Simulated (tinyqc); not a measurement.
# Changing the barrier thickness d

Model: charge control and current of a heterostructure field-effect transistor. Computed by tinyqc, a small Python program. Command: `OMP_NUM_THREADS=1 python tinyqc.py 3000545 3000546 out.jsonl hemt sweep`. One thread of a shared host (Intel(R) Xeon(R) Processor @ 2.30GHz), about 0.02 s of CPU time with the checks.

Two subbands in a triangular well; E_F is counted from the conduction band edge of the channel at the interface.

Inputs (values chosen for the exercise, modelled on AlGaN/GaN):
```
quantity                                  value        unit
channel mass m                              0.2         m_0
permittivity eps (barrier and channel)     9.38           -
Schottky barrier phi_B                      1.1          eV
conduction band offset dE_c                0.53          eV
polarisation charge sigma/e             1.9e+13      1/cm^2
gate voltage V_G                              0           V
mobility mu                                2100  cm^2/(V s)
saturation velocity v_s                     1.3    1e7 cm/s
gate length L                              1400          nm
source resistance R_S                      0.48      ohm mm
temperature T                                77           K
mixing                                      0.5           -
iteration cap                               200           -
```

Charge source: polarisation. Velocity law: smooth.

Constants: e = 1.602176634e-19 C; eps_0 = 8.8541878128e-12 F/m; k_B = 8.617333262e-05 eV/K; hbar = 1.054571817e-34 J s; m_0 = 9.1093837015e-31 kg; k_B = 1.380649e-23 J/K.

Method:
- Threshold V_T = phi_B - dE_c - sigma d/(eps eps_0) (in volts); C_b = eps eps_0/d.
- Charge control: n_s = C_b (V_G - V_T - E_F/e)/e. Well: mean field F = e n_s/(2 eps eps_0), E_i = (hbar^2/2m)^(1/3) [(3 pi e F/2)(i + 3/4)]^(2/3), i = 0, 1; n_s = D k_B T sum_i ln(1 + exp((E_F - E_i)/k_B T)), D = m/(pi hbar^2), which is solved in closed form for E_F.
- Iteration from n_s = C_b (V_G - V_T)/(2e): E_F from n_s, n_out from the charge control, n_new = n_s + mixing (n_out - n_s), kept above n_s/10; stop when |n_out/n_s - 1| < 1e-9.
- C_g = e dn_s/dV_G = 1/(1/C_b + 1/C_q), 1/C_q = d(E_F/e)/d(e n_s) by a central difference of +/- 0.1 % in n_s; added distance dd = eps eps_0/C_q.
- With V = e n_s/C_g and V_c = v_s L/mu: for v = mu F/(1 + mu F/v_s), V_Dsat = V_c (sqrt(1 + 2V/V_c) - 1) and I/W = C_g v_s (V - V_Dsat); g_m = dI/dV; extrinsic g_m/(1 + g_m R_S); f_T = g_m/(2 pi C_g L).

One run for each value; columns: (1) barrier thickness d (nm); (2) sheet density n_s (1/cm^2); (3) threshold voltage V_T (V); (4) gate capacitance C_g (microfarad/cm^2); (5) intrinsic g_m (mS/mm):
```
(1)          (2)      (3)     (4)     (5)
4.0   7.4621e+12   -0.896  1.4595  781.34
5.4   9.7559e+12   -1.409  1.1867  775.13
7.3   1.1736e+13   -2.106  0.9395  706.08
9.9   1.3390e+13   -3.059  0.7285  607.85
13.0  1.4590e+13   -4.195  0.5737  514.60
18.0  1.5723e+13   -6.028  0.4269  409.81
24.0  1.6496e+13   -8.227  0.3264  328.72
33.0  1.7150e+13  -11.526  0.2412  253.55
44.0  1.7598e+13  -15.557  0.1828  198.39
60.0  1.7963e+13  -21.422  0.1352  150.96
```

Over the rows, sheet density n_s (1/cm^2) rises from 7.46e12 to 1.80e13 (exponent d ln y / d ln x 0.89 between the first rows and 0.066 between the last); threshold voltage V_T (V) falls from -0.896 to -21.4 (exponent d ln y / d ln x 1.5 between the first rows and 1.0 between the last); gate capacitance C_g (microfarad/cm^2) falls from 1.46 to 0.135 (exponent d ln y / d ln x -0.69 between the first rows and -0.97 between the last). At the high end the exponent of gate capacitance C_g is -0.97, close to -1: a thick barrier. n_s approaches sigma/e = 1.9e13 from below and reaches 95 % of it in the last row; the threshold is zero at d = eps eps_0 (phi_B - dE_c)/sigma = 1.56 nm.

Caution (rows 13.0, 18.0, 24.0, 33.0, 44.0, 60.0): E_F lies above the conduction band minimum of the barrier, so electrons would spill into the barrier.

Extremes, crossings and ranges named in words are read from the listed rows.
